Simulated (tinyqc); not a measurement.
# Metal-interlayer-semiconductor contact, depinning against tunnelling resistance: what changes with what

Zero bias, n-type semiconductor. Gap states at the semiconductor surface thin out as exp(-be ti), which unpins the barrier; electrons must then cross the interlayer (a rectangular barrier, no voltage drop across it) and the parabolic depleted layer, both by WKB. Energies E are counted from the Fermi level; no image force, parabolic bands.

Inputs (values chosen for the exercise); semiconductor values close to those of germanium; interlayer mass of the order of that in aluminium oxide, offset chosen freely:
```
symbol,value,unit,meaning
T,400,K,temperature
Eg,0.644,eV,band gap
eps_r,16.3,,relative permittivity
chi,3.91,eV,electron affinity
Nc,1.6e19,cm^-3,conduction-band density of states at T
mt,0.122,m0,tunnelling mass in the semiconductor
mA,1.14,m0,Richardson mass
Nd,2.4e19,cm^-3,donor density
E0,0.088,eV,charge-neutrality level above the valence band
S0,0.049,,pinning factor without interlayer
phiM,4.21,eV,metal work function
ti,0.3,nm,interlayer thickness
dE,2.46,eV,conduction-band offset of the interlayer above the semiconductor
mi,0.34,m0,tunnelling mass in the interlayer
be,3,1/nm,decay constant of gap states through the interlayer
```

Constants: q = 1.602176634e-19 C, kB = 1.380649e-23 J/K, eps0 = 8.8541878128e-12 F/m, hbar = 1.054571817e-34 J s, h = 6.62607015e-34 J s, m0 = 9.1093837015e-31 kg, Vt = kB T/q, hbar^2/(2 m0) = 0.0380998212 eV nm^2. Results are converted to the units shown.

Each table varies one quantity; the others keep the values above.

## Contact resistivity against the interlayer thickness

S = 1/(1 + (1/S0 - 1) exp(-be ti)); phiB = S (phiM - chi) + (1 - S)(Eg - E0); xi = Ec - EF deep inside, from Nd = Nc F(-xi/Vt), F(x) = (2/sqrt(pi)) int_0^infinity sqrt(u) du/(1 + exp(u - x)); band bending U = phiB - xi; E00 = (hbar/2) sqrt(Nd/(eps0 eps_r mt m0)) in volts; A = 4 pi q mA m0 kB^2/h^3. With U = phiB - xi: for xi < E < phiB, y = (E - xi)/U and G1 = (U/E00) [sqrt(1 - y) - y ln((1 + sqrt(1 - y))/sqrt(y))], G1 = 0 above phiB; G2 = 2 ti sqrt(mi max(phiB + dE - E, 0)/C), C = hbar^2/(2 m0); f = 1/(1 + exp(E/Vt)); 1/rho_c = (A T^2/Vt^2) times the integral of exp(-G1 - G2) f over E from xi upwards. Shares under 0.001 % are printed as 0; rows without band bending are left out.

The same in every row: E00/Vt = 1.87.

Results:
```
ti (nm)       S  phiB (eV)  rho_c (ohm cm^2)  rho_c with G2 = 0 (ohm cm^2)  peak of the integrand (eV)  share above phiB (%)
0        0.0490      0.543           7.59e-7                       7.59e-7                      0.0581               0.00686
0.2      0.0858      0.534           5.10e-6                       6.68e-7                      0.0592               0.00943
0.4       0.146      0.519           3.13e-5                       5.42e-7                      0.0597                0.0141
0.6       0.238      0.495           1.69e-4                       3.95e-7                      0.0597                0.0234
1         0.509      0.426           0.00340                       1.56e-7                      0.0573                0.0852
1.2       0.653      0.389            0.0143                       9.57e-8                      0.0556                 0.163
1.4       0.775      0.358            0.0647                       6.38e-8                      0.0542                 0.283
1.6       0.862      0.335             0.329                       4.77e-8                      0.0535                 0.430
```

Estimate the missing row, ti = 0.8 nm.

Computed row:
```
ti (nm)      S  phiB (eV)  rho_c (ohm cm^2)  rho_c with G2 = 0 (ohm cm^2)  peak of the integrand (eV)  share above phiB (%)
0.8      0.362      0.463           7.98e-4                       2.58e-7                      0.0588                0.0433
```

With this row back in the table: As ti goes from 0 to 1.6, phiB falls from 0.543 to 0.335 eV and rho_c rises from 7.59e-7 to 0.329 ohm cm^2. No thickness listed beats the bare contact: tunnelling through the layer costs more than the change of the barrier gains. The ratio of rho_c to its value with G2 = 0 runs from 1.00 to 6.89e6.

## Contact resistivity against the conduction-band offset of the interlayer above the semiconductor

Same model as above.

The same in every row: S = 0.112; phiB (eV) = 0.527; E00/Vt = 1.87; rho_c with G2 = 0 (ohm cm^2) = 6.09e-7.

Contact resistivity against the conduction-band offset of the interlayer above the semiconductor:
```
dE (eV)  rho_c (ohm cm^2)  peak of the integrand (eV)  share above phiB (%)
0                 1.95e-6                      0.0636                0.0282
0.5               3.42e-6                      0.0615                0.0146
1                 5.18e-6                      0.0606                0.0129
1.5               7.34e-6                      0.0601                0.0121
2                 9.95e-6                      0.0598                0.0117
2.5               1.31e-5                      0.0595                0.0114
3                 1.68e-5                      0.0593                0.0111
```

As dE goes from 0 to 3, phiB stays at 0.527 eV and rho_c rises from 1.95e-6 to 1.68e-5 ohm cm^2. The ratio of rho_c to its value with G2 = 0 runs from 3.20 to 27.6.

tinyqc, about 0.03 s, one thread, Intel Xeon 2.30GHz (shared host): `OMP_NUM_THREADS=1 python tinyqc.py 2270111 2270112 out.jsonl`
